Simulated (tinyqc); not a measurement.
What each change does: thin (001) film in sp3s* tight binding with raised dangling bonds.

Planes alternate anion (a), cation (c) along [001], a/4 apart, starting with an anion; zero in-plane momentum; levels counted from the bulk Ev, the lower root of [[Epa, Vxx], [Vxx, Epc]]; no spin-orbit coupling. Block of s, pz, s*: from an anion to the cation above, Vss/2 (s,s), Vsapc/2 (s,z), -Vscpa/2 (z,s), Vxx/2 (z,z), Vxapc/2 (s*,z), -Vpaxc/2 (z,s*); to the cation below the same with the s-z and s*-z signs reversed. Block of u = (px + py)/sqrt2 and v = (px - py)/sqrt2: to the cation above (Vxx + Vxy)/2 for u and (Vxx - Vxy)/2 for v, to the cation below the reverse. Each surface atom has two dangling sp3 hybrids; raising both by dl adds (dl/2) [[1, t], [t, 1]] to its s, pz levels (t = -1 at the bottom face, +1 at the top) and dl to the one of u, v in whose plane the missing bonds lie (v for a bottom anion or a top cation, u for a top anion).

Inputs chosen for the exercise (out of a larger set: near a published set for InAs, fitted to gaps, whose masses and valley positions are rough; not measured data):

| symbol | value | unit | meaning |
|---|---|---|---|
| p | (-9.517, 0.908, -2.716, 3.729, 7.408, 6.722, -5.615, 1.834, 4.486, 3.031, 5.439, 3.367, 3.904) | eV | order Esa, Epa, Esc, Epc, Exa, Exc, Vss, Vxx, Vxy, Vsapc, Vscpa, Vxapc, Vpaxc |
| Nw | 24 |  | planes in the thicker film |
| dp | 30 | eV | value of dl for the passivated films |

edges (eV): Gamma 0.44309, Delta 2.28653

A film of Nw planes with shift dp: highest level below mid-gap (half the lower bulk edge) and the two lowest above.

Results for these values:

| case | Ev1 (eV) | Ec1 (eV) | Ec2 (eV) |
|---|---|---|---|
| base | -0.0470 | 0.5786 | 1.0326 |

What happens to each result for Nw = 25, all else kept?

Answer: Ev1 falls from -0.0470 to -0.0472; Ec1 falls from 0.5786 to 0.5511; Ec2 falls from 1.0326 to 0.9847.

The same for each parameter in turn:

| case | Ev1 (eV) | Ec1 (eV) | Ec2 (eV) |
|---|---|---|---|
| base | -0.0470 | 0.5786 | 1.0326 |
| Nw = 25 | -0.0472 | 0.5511 | 0.9847 |
| dp = 15 eV | -0.0470 | 0.5389 | 0.9866 |

An odd change of Nw also changes which atoms end the film, so levels need not move as thickness alone would move them; the row for dp shows how far the passivation is from converged.

tinyqc: `OMP_NUM_THREADS=1 python tinyqc.py 1480834 1480835 out.jsonl`; about 0.4 s, one thread, shared Intel(R) Xeon(R) Processor @ 2.30GHz.
